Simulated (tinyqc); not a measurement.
The best anneal temperature for the time t: solubility, supersaturation, precipitation and gettering of an impurity in a silicon-like host. Computed by tinyqc, a small Python program. Command: `OMP_NUM_THREADS=1 python tinyqc.py 3021706 3021707 out.jsonl ripen walk`. One thread of a shared host (Intel(R) Xeon(R) Processor @ 2.30GHz), about 0.01 s of CPU time with the checks.

The wafer was saturated at T1 and is then held at T.

Inputs (values chosen for the exercise, modelled on cobalt in silicon):
```
quantity                                   value    unit
site density N0                            5e+22  1/cm^3
enthalpy of solution H                       2.8      eV
entropy of solution S                        8.3     k_B
diffusion prefactor D0                    0.0011  cm^2/s
migration energy Q                         0.537      eV
temperature of saturation T1                1225       K
anneal temperature T                         700       K
sink density n                             2e+07  1/cm^3
initial sink radius r0                        10      nm
impurity density in the precipitate C_p  2.9e+22  1/cm^3
interface energy gamma                       0.6   J/m^2
anneal time t                               7800       s
```

Constants: k_B = 8.617333262e-05 eV/K; k_B = 1.380649e-23 J/K.

Method:
- C_eq(T) = N0 exp(S/k_B - H/(k_B T)); D(T) = D0 exp(-Q/(k_B T)); C0 = C_eq(T1). Supersaturation s = C0/C_eq(T); critical radius r* = 2 gamma/(C_p k_B T ln s); barrier W* = (4 pi/3) gamma r*^2. Strain energy is left out.
- r_f = [r0^3 + 3 (C0 - C_eq)/(4 pi n C_p)]^(1/3), tau_f = 1/(4 pi n r_f D).
- Growing sinks: with y = r/r_f and y0 = r0/r_f, dy/dt = (1 - y^3)/(3 tau_f y), which integrates to t/tau_f = F(y) - F(y0), F(y) = (1/2) ln[(1 + y + y^2)/(1 - y)^2] - sqrt(3) arctan[(2y + 1)/sqrt(3)]; the share of the excess left is (1 - y^3)/(1 - y0^3), and C(t) = C_eq + (C0 - C_eq) x share.

C0 = 6.08305e+14 1/cm^3

Dissolved share after t:
```
T (K)     C_eq/C0   tau_f (s)     C(t)/C0
551    8.1097e-15  4.6772e+04  9.5495e-01
637    2.3261e-11  1.0159e+04  6.8724e-01
735    2.0909e-08  2.7566e+03  1.1509e-01
833    3.7937e-06  1.0167e+03  9.4817e-04
931    2.3028e-04  4.6262e+02  2.3038e-04
1029   6.3946e-03  2.4506e+02  6.3946e-03
1115   7.3038e-02  1.5719e+02  7.3038e-02
1176   3.3115e-01  1.3108e+02  3.3115e-01
```

What does the comparison show, and why?

The lowest dissolved share among these rows is 2.3e-4 at 931 K. Above it solubility sets the floor; below it diffusion is too slow for this time. Solubility falls with H = 2.8 eV and diffusion with Q = 0.537 eV. Caution: the barrier to homogeneous nucleation is below 35 k_B T for these inputs, so new precipitates would form and outnumber the fixed sinks assumed here.

Extremes, crossings and ranges named in words are read from the listed rows.
